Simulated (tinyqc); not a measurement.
Wannier exciton and Elliott formula: one step. Free pairs and excitons.

Saha balance n^2/n_x = K = (mu kB T/(4 pi c))^(3/2) exp(-Ry*/kB T) with n + n_x = N, 1s excitons only, equal spin counts for excitons and free pairs; free share f = 2/(1 + sqrt(1 + 4N/K)); c = hbar^2/2m0, Ry* = Ry mu/eps^2, 1/mu = 1/me + 1/mh, 1/angstrom^3 = 1e24/cm^3.

Constants: hbar^2/2m0 = 3.80998211 eV angstrom^2; kB = 8.617333262e-05 eV/K; Ry = 13.60569312 eV.

Values chosen for the exercise (near those of InGaAs; the results hold for these values, not for the real material):
- me = 0.041 m0 (electron mass)
- mh = 0.105 m0 (hole mass)
- eps = 13.8 (dielectric constant)
- N = 0.00028 x 1e16/cm^3 (density of pairs)
- T = 150 K (temperature)

Question. Give K and f.

Give: K; free share.

Answer.

K = 1.908 x 1e16/cm^3
free share = 0.9999

N a*^3 = 4.3e-05, below the Mott range of about 0.01 to 0.02.

Run: tinyqc, `OMP_NUM_THREADS=1 python tinyqc.py 1251149 1251150 out.jsonl`; Intel(R) Xeon(R) Processor @ 2.30GHz, one thread, shared host; about 0.01 s of CPU time with all checks.
